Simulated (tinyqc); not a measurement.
Voltage drop against the pad pitch.

A grid of 25 by 25 nodes with segments Rx (rows) and Ry (columns); every node draws I1 and the central node kh I1; pads with resistance Rp sit at the nodes whose row and column are multiples of the pitch, counting from 0. The drops u = Vdd - V follow from G u = i, with G the conductance matrix and i the load currents, solved directly.

Inputs (values chosen for the exercise): supply voltage Vdd = 0.9 V; resistance of a horizontal segment Rx = 1.6 ohm; resistance of a vertical segment Ry = 1.4 ohm; resistance from a pad node to the supply Rp = 0.53 ohm; factor on the load at the hot node kh = 1; load current of a node in the large grid I1 = 0.11 mA.

Results:

| pitch (nodes) | pads | worst drop (mV) | mean drop (mV) | largest drop at a pad (mV) | largest pad current (mA) | worst drop over Vdd (%) |
|---|---|---|---|---|---|---|
| 1 | 625 | 0.05830 | 0.05830 | 0.05830 | 0.1100 | 0.006478 |
| 2 | 169 | 0.3981 | 0.3159 | 0.2332 | 0.4399 | 0.04423 |
| 3 | 81 | 0.9323 | 0.7700 | 0.5224 | 0.9857 | 0.1036 |
| 4 | 49 | 1.770 | 1.423 | 0.9146 | 1.726 | 0.1966 |
| 6 | 25 | 4.029 | 3.296 | 1.938 | 3.656 | 0.4477 |
| 8 | 16 | 7.152 | 5.865 | 3.100 | 5.850 | 0.7947 |
| 24 | 4 | 51.55 | 45.84 | 9.109 | 17.19 | 5.728 |

Estimate the missing row, pitch = 12 nodes.

Computed row:

| pitch (nodes) | pads | worst drop (mV) | mean drop (mV) | largest drop at a pad (mV) | largest pad current (mA) | worst drop over Vdd (%) |
|---|---|---|---|---|---|---|
| 12 | 9 | 14.50 | 12.85 | 6.240 | 11.77 | 1.611 |

With this row back in the table: The worst drop goes from 0.0583 to 51.6 mV while the number of pads falls from 625 to 4; between the last two rows it goes as pitch^(1.83). The largest drop at a pad is 100 % of the worst drop in the first row and 17.7 % in the last; the rest falls along the wires.

Computed by the program tinyqc: `OMP_NUM_THREADS=1 python tinyqc.py 2770162 2770163 out.jsonl`, one thread of a shared Intel Xeon 2.30GHz, about 0.3 s for the whole run.
